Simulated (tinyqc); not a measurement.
Worked calculation: Franz-Keldysh effect at a direct gap. Values are carried at full precision from step to step, so a last printed digit may differ when a step is redone from the rounded ones.

Parabolic bands, vertical transitions, no excitons. For each hole band j: mr = me mj/(me + mj); joint density of states J_j(E) = (mr/c)^(3/2) sqrt(E - Eg)/(2 pi^2), both spins, c = hbar^2/2m0; averaged matrix element |e.p|^2 = m0 Ep/6; alpha_j(E) = 4 pi^2 alpha_f c Ep J_j/(3 nr E) in 1/angstrom (alpha_f the fine-structure constant, listed as alpha among the constants), times 1e8 for 1/cm.

In a field Fd (1 kV/cm = 1e-5 V/angstrom) the electro-optic energy of band j is th = (c (e Fd)^2/mr)^(1/3), and sqrt(E - Eg) in J_j is replaced by pi sqrt(th) [Ai'(b)^2 - b Ai(b)^2] with b = (Eg - E)/th; Ai is the Airy function.

Constants: hbar^2/2m0 = 3.80998211 eV angstrom^2; fine-structure constant alpha = 0.007297352564.

Inputs chosen for the exercise (near those of GaAs; not measured data):
- Eg = 1.41 eV (direct gap)
- me = 0.0692 m0 (electron mass)
- mhh = 0.509 m0 (heavy-hole mass)
- mlh = 0.0781 m0 (light-hole mass)
- Ep = 25 eV (Kane energy)
- nr = 3.6 (refractive index)
- Fd = 48 kV/cm (uniform field)
- E = 1.429 eV (photon energy)
- L = 42 micrometre (length of a waveguide)

## Electro-optic energy and length

For each hole band give mr, th and the length th/(e Fd).

Scales:
```
hole   mr (m0)  th (meV)  length (angstrom)
heavy  0.06092    24.334               50.7
light  0.03669    28.815               60.0
```

The light-hole pair has th larger by a factor 1.184, the cube root of the ratio of reduced masses.

## Airy factors at E

Ai is the Airy function, th the electro-optic energy of each hole band from the table (its other columns are not needed here), b = (Eg - E)/th with th in eV; the factor takes the place of sqrt(E - Eg) in the joint density of states.

Form b, Ai(b), Ai'(b) and the factor pi sqrt(th) [Ai'^2 - b Ai^2] for each band, beside sqrt(E - Eg) (zero below the gap).

Factors:
```
hole         b   Ai(b)   Ai'(b)  factor (eV^(1/2))  without field
heavy  -0.7808  0.5215  -0.1137             0.1104         0.1378
light  -0.6594  0.5048  -0.1587             0.1030         0.1378
```

## Absorption with and without the field

Put the factors in place of sqrt(E - Eg) in alpha_j and add the bands; a waveguide of length L changes its transmission by 4.343 (alpha(F) - alpha(0)) L dB.

alpha_j in the field (1/cm): heavy 2.01e+03, light 877

alpha(F) = 2.89e+03 1/cm
alpha(0) = 3684 1/cm
change of loss = -14.5 dB

Without the field the loss over L is 67 dB, so this energy is of no use for a modulator. Above the gap the field lowers the absorption at this energy; the sign alternates with energy (Franz-Keldysh oscillations). Excitons, which add a sharp peak at low field, are left out.

## Checks

- Airy factor at b = -40 against the zero-field limit sqrt(-b): 6.33 against 6.32.

(tinyqc, `OMP_NUM_THREADS=1 python tinyqc.py 1682473 1682474 out.jsonl`, Intel(R) Xeon(R) Processor @ 2.30GHz, 1 thread, shared host, about 0.01 s.)
